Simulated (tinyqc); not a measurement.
Bandgap voltage reference from two bipolar transistors: output against temperature.

Two transistors of area 1 and N carry the same current I. Is(T) = Is (T/T0)^eta exp[(Vg0 q/kB)(1/T0 - 1/T)], VBE1 = Vt ln(I/Is(T)) + I rb, VBE2 = Vt ln(I/(N Is(T))) + I rb/N. The amplifier forces I R1(T) = VBE1 - VBE2 + Vos, with R(T) = R (1 + tc (T - T0)) for both resistors, and the output is Vref = VBE1 + I R2(T). Base currents and the Early effect are neglected.

Vt = kB T/q; I = (Vt ln N + Vos)/(R1(T) - rb (1 - 1/N)).

Inputs (values chosen for the exercise); values of the order met in silicon bipolar transistors: reference temperature T0 = 300 K; band-gap voltage extrapolated to 0 K Vg0 = 1.187 V; temperature exponent of the saturation current eta = 4.3; saturation current of the unit transistor at T0 Is = 6.1e-17 A; area ratio of the second transistor N = 15; resistor across which the difference of VBE falls, at T0 R1 = 3.1 kohm; temperature coefficient of both resistors tc = 0 ppm/K; offset of the amplifier Vos = 0 mV; series resistance of the unit transistor rb = 0 ohm; output resistor at T0 R2 = 24.55 kohm.

Constants: q = 1.602176634e-19 C, kB = 1.380649e-23 J/K. Results are converted to the units shown.

Result of one run:
```
T (K)  I (uA)  VBE1 (V)  I R2 (V)  Vref (V)  Vref - Vref(T0) (mV)  dVref/dT (uV/K)
398     29.96    0.4938    0.7355     1.229                -13.68           -177.9
```

What becomes of these results when the temperature T is changed from 398 to 373 K, all else the same?

Result of the changed run:
```
T (K)  I (uA)  VBE1 (V)  I R2 (V)  Vref (V)  Vref - Vref(T0) (mV)  dVref/dT (uV/K)
373     28.08    0.5443    0.6893     1.234                -9.463           -159.5
```

The whole series:
```
T (K)  I (uA)  VBE1 (V)  I R2 (V)  Vref (V)  Vref - Vref(T0) (mV)  dVref/dT (uV/K)
218     16.41    0.8446    0.4029     1.248                 4.473           -6.738
233     17.54    0.8167    0.4306     1.247                 4.228           -25.66
253     19.05    0.7790    0.4676     1.247                 3.478           -49.08
273     20.55    0.7408    0.5045     1.245                 2.277           -70.71
298     22.43    0.6925    0.5507     1.243                0.1932           -95.63
323     24.31    0.6436    0.5969     1.241                -2.488           -118.5
348     26.20    0.5942    0.6431     1.237                -5.720           -139.7
373     28.08    0.5443    0.6893     1.234                -9.463           -159.5
398     29.96    0.4938    0.7355     1.229                -13.68           -177.9
423     31.84    0.4430    0.7817     1.225                -18.35           -195.2
```

VBE1 falls by 1.96 mV/K on average and I R2 rises by 1.85 mV/K. The slope of Vref vanishes at T = 213 K. Between 233 and 398 K Vref spans 17.9 mV, or 87.5 ppm/K by the box method (span over the average over T, over 165 K).

Program tinyqc, `OMP_NUM_THREADS=1 python tinyqc.py 2062065 2062066 out.jsonl`; Intel Xeon 2.30GHz, shared host, one thread, about 0.02 s.
